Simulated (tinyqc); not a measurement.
Permeation of metal atoms or ions through a thin barrier or dielectric: time lag, field-aided drift and lifetime: one step, computed by the program tinyqc. Command: `OMP_NUM_THREADS=1 python tinyqc.py 3004233 3004234 out.jsonl barrier walk`. One thread of a shared host (Intel(R) Xeon(R) Processor @ 2.30GHz), about 0.01 s of CPU time with the checks.

The film 0 < x < d is empty at first; C = C0 at x = 0 and C = 0 at x = d. dC/dt = D d2C/dx2 - v dC/dx with drift v = D z e V/(k_B T d) (uniform field, no space charge).

Task: Time to the critical dose. Steady flux J = (D C0/d) P/(1 - exp(-P)); time lag in units of d^2/D: s_L = [P (1 + exp(-P))/(1 - exp(-P)) - 2]/P^2 (P = 0: J = D C0/d, s_L = 1/6). Dose through the film Q(s) = C0 d {f (s - s_L) - 2 exp(P/2) sum_(n=1..200) (-1)^n n^2 pi^2 exp(-l_n s)/l_n^2}, l_n = n^2 pi^2 + P^2/4, f = P/(1 - exp(-P)) the relative flux. Temperatures in kelvin are T(C) + 273.15. Solve Q = Q_c for s. At the use temperature D and P take T_u, with the same C0 and V; 1 year = 3.15576e7 s.

Inputs (values chosen for the exercise, for a model case: singly charged ions through a dielectric):
```
quantity,value,unit
thickness d,14,nm
prefactor D0,2.9e-05,cm^2/s
activation energy E,0.87,eV
concentration at the source side C0,9.6e+14,1/cm^3
charge number z,1,-
voltage V (positive drives ions across),-0.46,V
critical dose Q_c,1e+07,1/cm^2
test temperature T,100,C
use temperature T_u,85,C
```

Peclet number P = -14.30545

time scale d^2/D = 38028.69 s

Constants: k_B = 8.617333262e-05 eV/K.

Give: s at the critical dose; failure time at T; failure time at T_u.

Result:

s at the critical dose = 849.0

failure time at T = 3.229e+07 s

failure time at T_u = 5.551 years

Caution: grain boundaries, pinholes, trapping and space charge are left out; thin real barriers usually fail at defects.
